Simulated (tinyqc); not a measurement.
## Read current of a NAND string, cells in series solved by shooting: read current against the number of cells

Cells in series, numbered from 0 at the source line (0 V) to the bit line, each followed by a gap resistance Rg. A cell with gate Vg, threshold VT, source Vs and drain Vd passes I = 2 nf K Vt^2 [F(Vs) - F(Vd)]/(1 + th max(Vg - VT, 0)), F(V) = ln^2(1 + exp((Vg - VT - nf V)/(2 nf Vt))). The selected cell has Vg = Vr, the others Vg = Vp.

For a trial current I start at 0 V and, cell by cell, solve for the drain: sqrt(F(Vd)) = sqrt(F(Vs) - I/k), k = 2 nf K Vt^2/(1 + th max(Vg - VT, 0)), Vd = [Vg - VT - 2 nf Vt ln(exp(sqrt F) - 1)]/nf, then add I Rg. The string current is the I for which the last node reaches Vbl. The apparent threshold is the Vr at which I = Is. Background: all other cells erased (VT = Ve) or all in the highest state (VT = Vh); ratio and shift are high over erased and high minus erased. The selected cell is in the middle, cell n/2.

Values chosen for this exercise; values of the order met in vertical NAND strings:
- T = 300 K (temperature)
- K = 6.1 uA/V^2 (gain factor of a cell)
- nf = 2.2 (slope factor)
- th = 0.08 1/V (mobility reduction factor)
- Rg = 11 kohm (resistance of the gap between cells)
- Vbl = 0.4 V (bit-line voltage)
- Vp = 7.2 V (pass voltage)
- Ve = -1.5 V (threshold of an erased cell)
- Vh = 3.3 V (threshold of the highest state)
- Vx = 1.9 V (threshold of the selected cell)
- Is = 50 nA (sensing current)
- Vr = 3.11 V (read voltage on the selected word line)

Constants: q = 1.602176634e-19 C, kB = 1.380649e-23 J/K, Vt = kB T/q. Results are converted to the units shown.

Read current against the number of cells:

| n | I, others erased (uA) | I, others high (uA) | ratio | apparent VT, erased (V) | apparent VT, high (V) | background shift (mV) |
|---|---|---|---|---|---|---|
| 8 | 0.7109 | 0.5264 | 0.7404 | 2.087 | 2.097 | 10.37 |
| 16 | 0.4364 | 0.2982 | 0.6834 | 2.106 | 2.127 | 20.90 |
| 32 | 0.2455 | 0.1593 | 0.6490 | 2.144 | 2.187 | 42.45 |
| 64 | 0.1308 | 0.08244 | 0.6301 | 2.221 | 2.310 | 88.59 |
| 96 | 0.08916 | 0.05560 | 0.6236 | 2.299 | 2.499 | 199.7 |

With erased neighbours the current falls from 0.711 to 0.0892 uA, as n^(-0.70) between the first two rows and n^(-0.95) between the last two (-1 once the series resistance rules). The ratio falls from 0.740 to 0.624 and the background shift rises from 10.4 to 200 mV.

Computed by the program tinyqc: `OMP_NUM_THREADS=1 python tinyqc.py 2142152 2142153 out.jsonl`, one thread of a shared Intel Xeon 2.30GHz, about 0.5 s for the whole run.
